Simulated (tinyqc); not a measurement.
Ionisation and resistivity against doping: donors with valley-orbit split 1s states.

Each donor binds at most one electron, in any of its states. For a site s, W_s = sum over its states of g exp(E/kT), and the ionised share is 1/(1 + W_s exp(eta)), eta = (EF - Ec)/kT; n = Nc F_1/2(eta); neutrality n + NA = ND x (mean ionised share); holes are neglected. Nc from N = 2 (m kB T/(4 pi c))^(3/2) with c = hbar^2/2m0, in 1/angstrom^3; times 1e24 for 1/cm^3, m = md. F_j(eta) = (1/Gamma(j + 1)) integral_0^infinity x^j dx/(1 + exp(x - eta)), which tends to exp(eta) for eta << 0.

Mobility (Caughey-Thomas form): mu = mu0 + (mu1 (T/300)^(-ga) - mu0)/(1 + ((ND + NA)/Nr)^de); rho = 1/(e n mu), e = 1.602176634e-19 C.

Constants: hbar^2/2m0 = 3.80998211 eV angstrom^2; kB = 8.617333262e-05 eV/K.

Parameters, chosen for this exercise (near those of As in Si; shifted at random, so the results belong to these values and not to a real crystal): md = 1.033 m0 (density-of-states mass of the conduction band); E = (53.5, 31.5, 31.6) meV (binding energies of 1s(A1), 1s(T2), 1s(E)); g = (2, 6, 4) (their degeneracies with spin); T = 400 K; mu0 = 71 cm^2/(V s) (mobility at heavy doping); mu1 = 1419 cm^2/(V s) (mobility at light doping and 300 K); Nr = 1.1e+17 1/cm^3 (reference doping); de = 0.72 (doping exponent); ga = 2.3 (temperature exponent).

NA = 0.

Results:
```
ND (1/cm^3)  n (1/cm^3)   n/ND  mu (cm^2/(V s))  rho (ohm cm)  rho at full ionisation
1.0e+14        1.00e+14  1.000              728          85.7                    85.7
1.0e+15        9.99e+14  0.999              711          8.79                    8.78
1.0e+16        9.92e+15  0.992              632         0.995                   0.987
3.0e+16        2.93e+16  0.976              546         0.391                   0.381
1.0e+17        9.27e+16  0.927              413         0.163                   0.151
3.0e+17        2.48e+17  0.826              287        0.0877                  0.0725
1.0e+18        6.45e+17  0.645              183        0.0529                  0.0341
2.0e+18        1.05e+18  0.526              144        0.0412                  0.0217
```

How do the results move, and what explains it?

From 1e16 to 1e18 1/cm^3 rho falls by a factor 18.8, not 100: the mobility takes a factor 3.45 and incomplete ionisation 1.54. n/ND is below 0.9 from 3e+17 1/cm^3 on. From a few times 1e18 1/cm^3 on, depending on the dopant, the levels merge with the band, and already below that screening lowers the binding energy, so the last rows understate n.

Run: tinyqc, `OMP_NUM_THREADS=1 python tinyqc.py 1651657 1651658 out.jsonl`; Intel(R) Xeon(R) Processor @ 2.30GHz, one thread, shared host; about 0.01 s of CPU time with all checks.
